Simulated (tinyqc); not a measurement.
Inside a calculation. Model: free and trapped electrons in a MOS channel with a dense trap tail.

Numbers from tinyqc (`OMP_NUM_THREADS=1 python tinyqc.py 2222088 2222089 out.jsonl`; about 0.02 s on one thread of a shared Intel Xeon 2.30GHz). Printed values are rounded.

p-type body, charge-sheet picture, full ionisation (an idealisation for deep acceptors), Boltzmann statistics for free electrons. e = Ec - EF at the surface. Acceptor-like traps of density D(E) = D0 + De exp(-E/Ew) at depth E below Ec, from 0 to Eu, hold n_t = integral of D(E)/(1 + exp((e - E)/Vt)). psi = Eg - Vt ln(Nv/Na) - e; N_dep = sqrt(2 eps0 eps_r Na (psi - Vt)/q); n_f = sqrt(N_dep^2 + 2 eps0 eps_r Vt Nc exp(-e/Vt)/q) - N_dep; Vg = Vfb + psi + q (N_dep + n_t + n_f)/Cox, Cox = eps0 eox/tox.

Inputs (values chosen for the exercise); band and dielectric values close to those of silicon:
- T = 300 K (temperature)
- Eg = 1.12 eV (band gap)
- eps_r = 11.7 (relative permittivity)
- Nc = 2.75e19 cm^-3 (conduction-band density of states at T)
- Nv = 2.7e19 cm^-3 (valence-band density of states at T)
- eox = 3.9 (relative permittivity of the insulator)
- tox = 38 nm (insulator thickness)
- Na = 1.4e17 cm^-3 (acceptor density)
- Vfb = -0.9 V (flat-band voltage without trapped charge)
- D0 = 1.3e10 cm^-2 eV^-1 (constant background density of acceptor-like traps)
- De = 1.2e13 cm^-2 eV^-1 (density of the tail at the conduction edge)
- Ew = 0.08 eV (decay energy of the tail)
- Eu = 0.97 eV (depth below Ec down to which the traps reach)
- mf = 89 cm^2/(V s) (mobility of free electrons)
- e = 0.055 eV (Ec - EF at the surface)

Constants: q = 1.602176634e-19 C, kB = 1.380649e-23 J/K, Vt = kB T/q, eps0 = 8.8541878128e-14 F/cm where lengths are in cm. Results are converted to the units shown.

## Trapped charge

Trapezoid rule on 15 equal steps from 0 to Eu, f = 1/(1 + exp((e - E)/Vt)).

| point | E (eV) | D(E) f (cm^-2 eV^-1) |
|---|---|---|
| 0 | 0 | 1.27882e12 |
| 1 | 0.0646667 | 3.17542e12 |
| 2 | 0.129333 | 2.26782e12 |
| 3 | 0.194 | 1.06979e12 |
| 4 | 0.258667 | 4.85926e11 |
| 5 | 0.323333 | 2.23811e11 |
| 6 | 0.388 | 1.06940e11 |
| 7 | 0.452667 | 5.48599e10 |
| 8 | 0.517333 | 3.16528e10 |
| 9 | 0.582 | 2.13117e10 |
| 10 | 0.646667 | 1.67037e10 |
| 11 | 0.711333 | 1.46504e10 |
| 12 | 0.776 | 1.37354e10 |
| 13 | 0.840667 | 1.33277e10 |
| 14 | 0.905333 | 1.31460e10 |
| 15 | 0.97 | 1.30651e10 |

n_t = 5.27359e11 cm^-2

With 1600 steps n_t = 5.365e11 cm^-2; the coarse value is 1.7 % below it.

## Charges and gate voltage

psi, N_dep, n_f and Vg as defined, with the n_t given; free share n_f/(n_f + n_t); apparent mobility mf n_f/(n_f + n_t); gate voltage spent on traps q n_t/Cox.

psi = 0.928968 V
N_dep = 1.27868e12 cm^-2
n_f = 3.73679e11 cm^-2
Vg = 3.87207 V
free share = 41.4721 %
apparent mobility = 36.9102 cm^2/(V s)
gate voltage spent on traps = 0.929794 V
